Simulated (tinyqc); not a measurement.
Two-step dopant diffusion (predeposition and drive-in) with a constant diffusivity: one step, computed by the program tinyqc.

Fick diffusion into a half space x > 0 whose background doping C_B is of the opposite type, so that a junction lies where C = C_B.

Question. Drive-in as a Gaussian. With a sealed surface and a thin source, C = Q/sqrt(pi (Dt)2) exp(-x^2/(4 (Dt)2)); x_j = 2 sqrt((Dt)2 ln(C(0)/C_B)); gradient at the junction |dC/dx| = C_B x_j/(2 (Dt)2).

Inputs (values chosen for the exercise, modelled on boron in silicon):
```
quantity,value,unit
surface concentration C_s,8.2e+18,1/cm^3
background doping C_B,4.8e+15,1/cm^3
predeposition temperature T1,925,C
drive-in temperature T2,1175,C
```

dose Q = 1.011380e+13 1/cm^2

drive-in budget (Dt)2 = 3.741628e-09 cm^2

Give: surface concentration C(0) (Gaussian); junction depth x_j; gradient at the junction.

Answer.

surface concentration C(0) (Gaussian) = 9.328e+16 1/cm^3

junction depth x_j = 2.107 um

gradient at the junction = 1.352e+20 1/cm^4

Caution: C_s exceeds the intrinsic carrier density of silicon at the predeposition temperature (2e18 to 1e19 per cm^3), where real diffusivities rise with concentration and profiles turn box-like.
